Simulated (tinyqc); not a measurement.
# Worked calculation: donor binding, ionisation and the Mott limit

tinyqc, about 0.01 s, one thread, Intel Xeon 2.30GHz (shared host): `OMP_NUM_THREADS=1 python tinyqc.py 2330077 2330078 out.jsonl` Printed values are rounded.

Hydrogenic donor: Ry = (m0 q^3/(8 eps0^2 h^2)) me/eps_r^2 in eV, E0 = cc Ry, radius a = q/(8 pi eps0 eps_r E0), Mott density Nm = (0.26/a)^3. Below Nm the level sinks as Ed = E0 [1 - (N/Nm)^(1/3)]. Neutrality: Nc F12(eta) = N/(1 + 2 exp(eta + Ed/kB T)), F12(x) = (2/sqrt(pi)) int_0^infinity sqrt(u)/(1 + exp(u - x)) du.

Values chosen for this exercise; band and dielectric values those of a made-up semiconductor:

| symbol | value | unit | meaning |
|---|---|---|---|
| T | 100 | K | temperature |
| eps_r | 19.7 |  | relative permittivity |
| me | 0.0986 | m0 | mass in the hydrogenic formula, set independently of Nc |
| Nc | 2.17e18 | cm^-3 | conduction-band density of states at 100 K |
| cc | 1.9 |  | ratio of the true binding energy to the hydrogenic one |
| N | 5e16 | cm^-3 | donor density |

Constants: q = 1.602176634e-19 C, kB = 1.380649e-23 J/K, eps0 = 8.8541878128e-12 F/m, h = 6.62607015e-34 J s, m0 = 9.1093837015e-31 kg, Vt = kB T/q. Results are converted to the units shown.

Range of the model: A sharp level with degeneracy 2 overstates freeze-out near Nm, where the impurity band broadens and merges with the conduction band.

## Binding energy, radius and Mott density

The mean spacing of the donors is N^(-1/3).

Ry = 3.456727 meV
E0 = 6.567782 meV
a = 5.564637 nm
Nm = 1.020022e17 cm^-3
spacing over a = 4.877978
Ed = 1.389263 meV

## Ionisation

Solve the neutrality equation for eta. Boltzmann form: with k = (Nc/2) exp(-Ed/kB T) the ionised share is [-k + sqrt(k^2 + 4 k N)]/(2 N).

eta = -3.813291
ionised share = 95.06837 %
n = 4.753418e16 cm^-3
ionised share, Boltzmann form = 95.10285 %

With the level held at E0 the share would be 91.6 %.
